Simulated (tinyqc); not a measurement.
# A chain with a side-coupled site and dephasing by Buettiker voltage probes: effect of the dephasing strength

Sites 1 to 2 form a chain with hopping -t, and site 3 hangs on site 2 by -ts. Lead L joins site 1 and lead R site 2, both semi-infinite chains with hopping -t and site energy 0. Every site carries a probe with self-energy -i Gamma_p/2 that draws no net current. Linear response at zero temperature: mu_L = 1, mu_R = 0 in units of the bias.

Sigma = t^2 g(E), g(x) = (x - i sqrt(4 t^2 - x^2))/(2 t^2) for |x| < 2 t and (x - sign(x) sqrt(x^2 - 4 t^2))/(2 t^2) otherwise; Gamma = -2 Im Sigma; G = (E - H - Sigma_L - Sigma_R + i Gamma_p/2)^(-1). With Gamma the broadening by one lead, T_RL = Gamma^2 |G_(2,1)|^2, T_pL = Gamma Gamma_p |G_(p,1)|^2, T_pR = Gamma Gamma_p |G_(p,2)|^2, T_pq = Gamma_p^2 |G_(p,q)|^2 for p != q. No current into probe p: W mu = T_pL with W_pp = T_pL + T_pR + sum_q T_pq and W_pq = -T_pq. Then T_eff = T_RL + sum_p T_pR mu_p, and the resistance is (h/2q^2)/T_eff. Without probes means Gamma_p = 0.

Values chosen for this exercise:
```
symbol          value  unit                                 meaning
t                   1    eV             hopping (matrix element -t)
U       [0, 0, -0.96]    eV                    site energies 1 to N
E               -0.96    eV                            Fermi energy
ts               0.96    eV  hopping from site 2 to the side site 3
```

Constants: q = 1.602176634e-19 C, h = 6.62607015e-34 J s. Results are converted to the units shown.

Effect of the dephasing strength:
```
gp (eV)	T_RL	through probes	T_eff	resistance (kohm)
0.01	8.813e-5	0.009326	0.009414	1371
0.018	2.793e-4	0.01652	0.01680	768.4
0.032	8.495e-4	0.02856	0.02941	438.9
0.056	0.002438	0.04769	0.05013	257.5
0.1	0.006913	0.07842	0.08534	151.2
0.18	0.01822	0.1228	0.1410	91.53
0.32	0.04088	0.1758	0.2167	59.56
0.56	0.07284	0.2261	0.2989	43.18
1	0.09631	0.2618	0.3581	36.04
1.8	0.08128	0.2662	0.3475	37.14
```

Without probes the transmission is 0. T_eff goes from 0.00941 through a maximum of 0.358 (at gp = 1 eV among the rows listed) to 0.347; the direct part goes from 8.81e-5 through a maximum of 0.0963 (at gp = 1 eV among the rows listed) to 0.0813 and the part through probes rises from 0.00933 to 0.266. Weak dephasing raises T_eff here, and the direct part too: it spoils the destructive interference with the side site.

tinyqc, about 0.01 s, one thread, Intel Xeon 2.30GHz (shared host): `OMP_NUM_THREADS=1 python tinyqc.py 2700121 2700122 out.jsonl`
